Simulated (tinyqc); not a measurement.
# Capacitances against the distance to each plane

Endless row of lines of width wl, height tl and space sl between grounded planes at distance hd; e2 fills the gaps beside the lines, e1 the rest. Laplace's equation is solved on meshes of 3, 6 and 12 steps per unit u and extrapolated (Aitken), which is good to about 0.2 %. C_even (all lines at 1 V) is the capacitance Cg to the planes; C_odd (neighbours in antiphase) = Cg + 4 Cc if only nearest neighbours couple, which defines Cc; total with quiet neighbours Cg + 2 Cc. Plate values 2 eps0 e1 wl/hd and eps0 e2 tl/sl.

Parameters, values chosen for the exercise:
```
symbol,value,unit,meaning
e1,2.4,,relative permittivity above and below the lines
e2,2,,relative permittivity between the lines
wl,6,u,"line width, in units u"
tl,8,u,line height
sl,6,u,space between lines
```

Constants: eps0 = 8.8541878128e-12 F/m. Results are converted to the units shown.

The same in every row: plate Cc (aF/um) = 23.6.

Results:
```
hd (u),Cg (aF/um),Cc (aF/um),Cg + 2 Cc (aF/um),C_odd (aF/um),plate Cg (aF/um),"share of coupling, 2 Cc/(Cg + 2 Cc) (%)"
2,202,17.1,237,271,128,14.5
4,112,23.7,159,206,63.8,29.7
5,91.7,26.2,144,196,51.0,36.3
6,77.7,28.3,134,191,42.5,42.1
8,59.5,31.6,123,186,31.9,51.5
10,48.3,34.0,116,184,25.5,58.5
```

Estimate the missing row, hd = 3 u.

Computed row:
```
hd (u),Cg (aF/um),Cc (aF/um),Cg + 2 Cc (aF/um),C_odd (aF/um),plate Cg (aF/um),"share of coupling, 2 Cc/(Cg + 2 Cc) (%)"
3,144,20.7,185,226,85.0,22.3
```

With this row back in the table: As hd goes from 2 to 10, Cg falls from 202 to 48.3 aF/um, Cc rises from 17.1 to 34.0 aF/um and the share of coupling rises from 14.5 to 58.5 %. Cg is 1.59 times its plate value in the first row and 1.89 times in the last; for Cc the ratios are 0.725 and 1.44. Neighbours in antiphase raise the load by a factor of 1.14 and 1.58 over quiet ones. For hd = 10 the planes are farther than 0.8 of the pitch, so second neighbours couple too and Cg + 2 Cc understates the quiet load by a per cent or more.

Program tinyqc, `OMP_NUM_THREADS=1 python tinyqc.py 2790218 2790219 out.jsonl`; Intel Xeon 2.30GHz, shared host, one thread, about 1 s.
